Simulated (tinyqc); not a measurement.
# Admittance spectroscopy and thermally stimulated current of one trap level in a depletion layer, step by step

A worked calculation. Computed by tinyqc, a small Python program that keeps every step. Command: `OMP_NUM_THREADS=1 python tinyqc.py 3114348 3114349 out.jsonl admit walk`. One thread of a shared host (Intel(R) Xeon(R) Processor @ 2.30GHz), about 0.01 s of CPU time with the checks. Intermediate numbers are printed to about 6 digits and carried at full precision; extremes and crossings named in words are read from the listed rows.

A Schottky junction on n-type material holds one donor-like electron trap; shallow donors are fully ionised and abrupt depletion edges are assumed.

Inputs (values chosen for the exercise, modelled on n-type silicon):

| quantity | value | unit |
|---|---|---|
| dielectric constant eps | 11.7 | - |
| density-of-states mass m | 1.06 | m_0 |
| shallow doping N | 3.7e+16 | 1/cm^3 |
| trap density N_t | 3.8e+15 | 1/cm^3 |
| trap depth E_t below the band | 0.382 | eV |
| capture cross section sigma | 2.4e-15 | cm^2 |
| band bending V_b | 1.1 | V |
| test frequency f | 400 | Hz |
| heating rate beta | 1.7 | K/s |

Constants: k_B = 1.380649e-23 J/K; m_0 = 9.1093837015e-31 kg; h = 6.62607015e-34 J s; k_B = 8.617333262e-05 eV/K; eps_0 = 8.8541878128e-12 F/m; e = 1.602176634e-19 C.

## Temperature of the peak

N_c = 2 (2 pi m k_B T/h^2)^(3/2), v_th = sqrt(3 k_B T/m), emission rate e_n = sigma v_th N_c exp(-E_t/(k_B T)). Where the level crosses the Fermi level capture equals emission, so the trap follows the signal with the rate 2 e_n; G/omega peaks at omega = 2 e_n (the correction for large N_t/N is left out). Solve 2 e_n(T_p) = 2 pi f.

peak temperature T_p = 225.791 K

N_c at T_p = 1.78816e+19 1/cm^3

e_n at T_p = 1256.64 1/s

E_c - E_F = k_B T_p ln(N_c/N) = 0.120257 eV

## The capacitance step

With E_c - E_F = k_B T_p ln(N_c/N): lambda = sqrt(2 eps eps_0 (E_t - (E_c - E_F))/(e^2 N)); traps are empty and charged for x < x_t = w - lambda, and V_b = e (N w^2 + N_t x_t^2)/(2 eps eps_0). High frequency: C_hf = eps eps_0/w. Low frequency: C_lf = eps eps_0 (N + N_t)/(N w + N_t x_t).

lambda = 95.6453 nm

depletion width w = 193.549 nm

crossing point x_t = 97.9032 nm

C_hf = 53.5235 nF/cm^2

C_lf = 56.1058 nF/cm^2

step (C_lf - C_hf)/C_hf = 0.0482459

small-N_t estimate (N_t/N)(lambda/w) = 0.0507523

Reading N_t/N straight from the step would give 0.0482 against the true 0.103: the factor lambda/w must be known.

## Scan in temperature at fixed frequency

With x = omega/(2 e_n): C = C_hf + (C_lf - C_hf)/(1 + x^2), G/omega = (C_lf - C_hf) x/(1 + x^2); C_hf and C_lf are held at their values at T_p.

Admittance:

| T (K) | omega/(2 e_n) | C (nF/cm^2) | G/omega (nF/cm^2) |
|---|---|---|---|
| 198.7 | 18.7717 | 53.5308 | 0.13717 |
| 207.7 | 6.5341 | 53.5826 | 0.38616 |
| 214.5 | 3.1143 | 53.7649 | 0.75167 |
| 221.3 | 1.5505 | 54.2821 | 1.17621 |
| 225.8 | 0.9991 | 54.8158 | 1.29114 |
| 230.3 | 0.6544 | 55.3315 | 1.18320 |
| 237.1 | 0.3555 | 55.8161 | 0.81501 |
| 246.1 | 0.1665 | 56.0361 | 0.41847 |
| 257.4 | 0.0690 | 56.0935 | 0.17744 |

The peak of G/omega is half the step, 1.29 nF/cm^2. Its full width is near 2 ln(2 + sqrt3) k_B T_p^2/(E_t + 2 k_B T_p) = 27.5 K.

## Arrhenius plot

T_p for 0.1, 0.3, 1, 3 and 10 f; least-squares lines of ln(e_n/T^2) and of ln(e_n) against 1/(k_B T), e_n = pi f; sigma = exp(intercept)/(v_th N_c/T^2).

Peaks:

| f (Hz) | T_p (K) | 1/(k_B T) (1/eV) | ln(e_n/T^2) | ln(e_n) |
|---|---|---|---|---|
| 40 | 203.979 | 56.8909 | -5.80242 | 4.83361 |
| 120 | 213.859 | 54.2626 | -4.79841 | 5.93222 |
| 400 | 225.791 | 51.3951 | -3.70302 | 7.13619 |
| 1200 | 237.840 | 48.7913 | -2.70839 | 8.23481 |
| 4000 | 252.528 | 45.9533 | -1.62427 | 9.43878 |

depth from e_n/T^2 = 0.382 eV

cross section from the intercept = 2.40e-15 cm^2

depth without the T^2 = 0.421009 eV

Leaving out T^2 adds 39 meV, near 2 k_B T_p = 39 meV.

## Thermally stimulated current

Thermally stimulated current without retrapping: filled share n(T) = exp(-(1/beta) int e_n dT), current proportional to e_n n; the peak obeys beta (E_t/(k_B T^2) + 2/T) = e_n(T). The integral starts at 0.5 T_m and uses 4000 trapezoid steps to 1.2 T_m. Chen's first-order estimate from the full width W = T_2 - T_1 between the half-height points: E = 2.52 k_B T_m^2/W - 2 k_B T_m.

peak temperature T_m = 162.423 K

lower half-height T_1 = 154.868 K

upper half-height T_2 = 167.854 K

filled share at T_m = 0.390734

E_t/(k_B T_m) = 27.2925

symmetry factor (T_2 - T_m)/(T_2 - T_1) = 0.418255

depth by Chen's formula = 0.413175 eV

The slow ramp empties the trap at 162 K, far below the admittance peak at 226 K, since the rate asked for is 0.31 per second instead of 1300. Chen's formula, made for a constant prefactor, gives 31 meV more than E_t.

Checks made by the program: C_lf against dQ/dV by differences (relative difference below 1e-10); depth recovered (relative difference below 1e-10); peak of the integrated curve (relative difference 2e-05).
